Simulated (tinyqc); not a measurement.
Convergence with the size of the ring: vibrations of a mass or spring defect in a linear chain. Computed by tinyqc, a small Python program. Command: `OMP_NUM_THREADS=1 python tinyqc.py 3020021 3020022 out.jsonl localmode walk`. One thread of a shared host (Intel(R) Xeon(R) Processor @ 2.30GHz), about 0.01 s of CPU time with the checks.

A ring of N atoms with nearest-neighbour springs k and motion along the chain. Atom 1 is the defect, of mass M', and its two springs are k'. Odd sites are A (the defect replaces an A atom), even sites B.

Inputs (values chosen for the exercise, for a model chain):
```
quantity                         value           unit
spring constant k                 12.4  eV/angstrom^2
mass M_A                            80              u
mass M_B                           235              u
defect mass M'                    31.1              u
spring ratio k'/k at the defect      1              -
```

Host: diatomic.

Constants: nu for 1 eV/(angstrom^2 u) = 15.6333042 THz.

Method:
- Host bands: lambda from 0 to 2k/M(heavy) and from 2k/M(light) to 2k (1/M_A + 1/M_B).
- nu = 15.6333042 THz x sqrt(lambda), lambda in eV/(angstrom^2 u).
- D_ii = (sum of the two springs at i)/M_i, D_ij = -k_ij/sqrt(M_i M_j) for neighbours, closed into a ring.
- The same matrix for 120 atoms; amplitudes are the mass-weighted eigenvector, in size, relative to the defect, for the highest mode; its weight is the squared component of the normalised eigenvector on the defect.

band edges (THz): 0.0000  5.0786  8.7043  10.0775

ratio to the top of the host band = 1.43423

highest frequency, long ring = 14.4535 THz

weight of the highest mode on the defect = 0.925583

Highest mode:
```
N    frequency (THz)  weight on the defect  modes outside the bands
4             14.463               0.92120                        1
6             14.454               0.92542                        1
8             14.454               0.92558                        1
12            14.454               0.92558                        1
20            14.454               0.92558                        1
40            14.454               0.92558                        1
80            14.454               0.92558                        1
120           14.454               0.92558                        1
```

The local mode is within 0.01 % of its final value from N = 6 on, and its weight on the defect settles at 0.926: a bound mode needs only a cell larger than its decay length.

Extremes, crossings and ranges named in words are read from the listed rows.
